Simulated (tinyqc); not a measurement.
Thermal stress, cracking, delamination and buckling of a thin film; Griffith cracks and misfitting inclusions. From critical thickness for channelling back to substrate Young's modulus E_s. Computed by tinyqc, a small Python program. Command: `OMP_NUM_THREADS=1 python tinyqc.py 3027909 3027910 out.jsonl filmcrack inv`. One thread of a shared host (Intel(R) Xeon(R) Processor @ 2.30GHz), about 0.01 s of CPU time with the checks.

Isotropic linear elasticity; the substrate is much thicker than the film; stress is positive in tension.

Inputs (values chosen for the exercise, modelled on a porous low-k oxide on silicon):

| quantity | value | unit |
|---|---|---|
| film Young's modulus E | 8.03 | GPa |
| film Poisson ratio nu | 0.24 | - |
| film expansion alpha_f | 11.7 | 1e-6/K |
| substrate expansion alpha_s | 2.9 | 1e-6/K |
| deposition temperature T_d | 675 | K |
| final temperature T | 300 | K |
| intrinsic stress | -2.6 | MPa |
| film thickness h | 2.3 | micrometre |
| film toughness Gamma_f | 1.79 | J/m^2 |
| interface toughness Gamma_i | 4.9 | J/m^2 |
| substrate Poisson ratio nu_s | 0.23 | - |

Method:
- Thermal strain = (alpha_f - alpha_s)(T_d - T); stress = E/(1 - nu) x strain + intrinsic stress; plane-strain modulus Ebar = E/(1 - nu^2); G0 = stress^2 h/(2 Ebar) is the energy freed per area when a long strip loses its stress across its width.
- Dundurs alpha = (Ebar - Ebar_s)/(Ebar + Ebar_s), with Ebar_s = E_s/(1 - nu_s^2). The channel-crack factor is taken as g = 1.258 (1 - alpha)^(-0.7), a rough interpolation chosen for the exercise (1.258 is the value for matched materials).
- Channel crack through the film: G = pi g G0, critical thickness where G = Gamma_f. Steady delamination from an edge: G = G0, critical thickness where G = Gamma_i.

Task: A run gave the result below. Find the substrate Young's modulus E_s, known to lie between 120 and 280 GPa.

critical thickness for channelling = 11.59611 micrometre

Result:

Each step takes the trial c = (a f_b - b f_a)/(f_b - f_a), f being the result less the target and a, b, c the logarithms of the listed values; c replaces end b, the old b replaces a if the sign of f changed, and otherwise f_a is halved.

Scan of the range:

| substrate Young's modulus E_s (GPa) | critical thickness for channelling (micrometre) |
|---|---|
| 120 | 11.5066 |
| 138 | 11.5733 |
| 159 | 11.6328 |
| 183 | 11.6846 |
| 211 | 11.7307 |
| 243 | 11.7707 |
| 280 | 11.8058 |

False position (Illinois rule, in the logarithm of the input) inside the bracket:

| step | end a | end b | trial | critical thickness for channelling (micrometre) |
|---|---|---|---|---|
| 1 | 138.000 | 159.000 | 145.712 | 11.5970 |
| 2 | 138.000 | 145.712 | 145.126 | 11.5953 |
| 3 | 145.712 | 145.126 | 145.400 | 11.5961 |
| 4 | 145.126 | 145.400 | 145.400 | 11.5961 |

Critical thickness for channelling rises at every point of a 13-point scan of the range (every second point is shown), so one value fits; it is bracketed by 138 and 159. Answer: substrate Young's modulus E_s = 145.4 GPa.

Caution: at a stress above 0.4 % of E a ductile film would yield, and the elastic value is then an upper bound; a brittle film in tension cracks instead.
